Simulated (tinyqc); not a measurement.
What each change does: band folding and unfolding in a supercell of a chain.

A chain with hopping -t and n = 3 sites a supercell. H(K) has v_j on the diagonal, -t between neighbours and -t exp(2 pi i K) on the bond that closes the cell (from the last site to the first of the next cell). The point K holds the n wave vectors k_m = (K + m)/n of the primitive zone, in 2 pi/a, m = 0 to n - 1, with E0 = -2t cos(2 pi k_m). The unfolding weight of a state c on k_m is |sum_j c_j exp(-2 pi i k_m j)|^2/n, j = 0 to n - 1.

Parameters, chosen for this exercise:

| symbol | value | unit | meaning |
|---|---|---|---|
| t | 0.95 | eV | hopping |
| v | (1.37, 0, 0) | eV | site energies in the supercell |
| Kq | 0.27 | 2 pi/(n a) | wave vector in the small zone |

The two lowest levels at K and the weight of the lowest on k_0.

One parameter was then changed.

Results before and after:

| case | level 1 (eV) | level 2 (eV) | weight |
|---|---|---|---|
| base | -1.3049 | 0.3345 | 0.9348 |
| changed | -2.2787 | -0.4640 | 0.8904 |

Which of these changes was made? (a) Kq = 0.365 2 pi/(n a); (b) t = 1.045 eV; (c) v = (-1.37, 0, 0) eV.
Answer: (c) v = (-1.37, 0, 0) eV. Of the candidates, run in turn, only this one gives the changed row.

All candidates:

| case | level 1 (eV) | level 2 (eV) | weight |
|---|---|---|---|
| base | -1.3049 | 0.3345 | 0.9348 |
| t = 1.045 eV | -1.4544 | 0.3341 | 0.9431 |
| v = (-1.37, 0, 0) eV | -2.2787 | -0.4640 | 0.8904 |
| Kq = 0.365 2 pi/(n a) | -1.1228 | 0.0372 | 0.8734 |

(tinyqc, `OMP_NUM_THREADS=1 python tinyqc.py 1482127 1482128 out.jsonl`, Intel(R) Xeon(R) Processor @ 2.30GHz, 1 thread, shared host, about 0.01 s.)
